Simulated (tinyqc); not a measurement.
Static response in three, two and one dimensions: static screening by free carriers.

Lindhard at zero temperature: eps(q)/eps = 1 + (qTF/q)^2 L(x), x = q/(2 kF), L(x) = 1/2 + ((1 - x^2)/(4x)) ln|(1 + x)/(1 - x)|.

kF = 0.914142 1/angstrom
qTF = 1.48307 1/angstrom

x = q/(2 kF). Response over its long-wave value: L3 as above; L2 = 1 for x <= 1 and 1 - sqrt(1 - 1/x^2) beyond; L1 = ln|(1 + x)/(1 - x)|/(2x).

Response:
```
x         L3     L2     L1  eps(q)/eps, Lindhard 3D  Thomas-Fermi
0.099  0.997  1.000  1.003                    67.92         68.14
0.297  0.970  1.000  1.031                    8.236         8.460
0.495  0.914  1.000  1.096                    3.454         3.685
0.693  0.820  1.000  1.232                    2.124         2.370
0.890  0.666  1.000  1.598                    1.553         1.831
0.970  0.564  1.000  2.157                    1.394         1.699
1.009  0.476  0.867  2.680                    1.308         1.646
1.088  0.366  0.606  1.455                    1.204         1.556
1.286  0.236  0.371  0.808                    1.094         1.398
1.583  0.146  0.225  0.470                    1.038         1.263
2.176  0.074  0.112  0.228                    1.010         1.139
```

How do the results move, and what explains it?

Next to x = 1 the table has L3 = 0.564 and 0.476, L2 = 1.000 and 0.867, L1 = 2.157 and 2.680: an infinite slope in 3D, a kink in 2D and a logarithmic peak in 1D, where the whole Fermi surface is joined by 2 kF. These features give Friedel oscillations of period pi/kF = 3.44 angstrom at zero temperature; they wash out once kT nears EF, so this table, for T = 0, describes the gas only where EF is well above kT. Thomas-Fermi overstates eps(q) by 6.7 % at x = 0.495 and by 21.6 % at x = 1.583.

Computed by tinyqc, a small Python program: `OMP_NUM_THREADS=1 python tinyqc.py 1682491 1682492 out.jsonl` (the numbers bound the seed that draws the inputs); one thread of a shared host (Intel(R) Xeon(R) Processor @ 2.30GHz), about 0.01 s for the whole set of steps.
